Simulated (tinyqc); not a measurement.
Inside a calculation. Method: coupled-perturbed Hartree-Fock on RHF in the sto-6g basis, for BeH2, spin multiplicity 1. One step of it, computed by the program tinyqc.

Question. Response to a field: uncoupled start. Field along z; U_ai = -mu_ai / (e_a - e_i), alpha = -4 sum U_ai mu_ai.

orbital energies (hartree): MO1 -4.591717, MO2 -0.452153, MO3 -0.413986, MO4 0.209210, MO5 0.209210, MO6 0.438745, MO7 0.886216

dipole integrals <a|z|i> (bohr):
```
          i1        i2         i3
a4  0.018224  0.118511  -0.018253
a5  0.145142  0.943847  -0.145374
a6  0.000000  0.000000   0.000000
a7  0.000000  0.000000   0.000000
```

Give: uncoupled U; uncoupled polarisability.

Answer.

uncoupled U:
```
        i1      i2     i3
a4  -0.004  -0.179  0.029
a5  -0.030  -1.427  0.233
a6   0.000   0.000  0.000
a7   0.000   0.000  0.000
```

uncoupled polarisability = 5.629 bohr^3
